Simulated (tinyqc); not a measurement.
Length of a molecular wire: coherent transport through a tight-binding bridge. Computed by the program tinyqc. 

A uniform bridge between two chains:

| parameter | value |
|---|---|
| site energy (eV) | 0.530000 |
| hopping in the bridge (eV) | 0.550000 |
| lead hopping (eV) | 1.840000 |
| couplings (eV) | 1.18, 0.8 |
| E (eV) | -0.240000 |

T = Gamma_L Gamma_R |G_1n|^2 with the self-energies of semi-infinite chains.

Transmission against length:

| sites | T | ln T |
|---|---|---|
| 2 | 4.7761e-01 | -0.739 |
| 3 | 6.8666e-01 | -0.376 |
| 4 | 9.8858e-01 | -0.011 |
| 5 | 5.9996e-01 | -0.511 |
| 6 | 4.7954e-01 | -0.735 |
| 7 | 7.0753e-01 | -0.346 |
| 8 | 9.7877e-01 | -0.021 |
| 9 | 5.8503e-01 | -0.536 |
| 10 | 4.8228e-01 | -0.729 |

E lies inside the band of the bridge (|E - e|/2h = 0.700 < 1): T does not decay but oscillates with length, between 0.478 and 0.989 here, as levels of the bridge pass E.
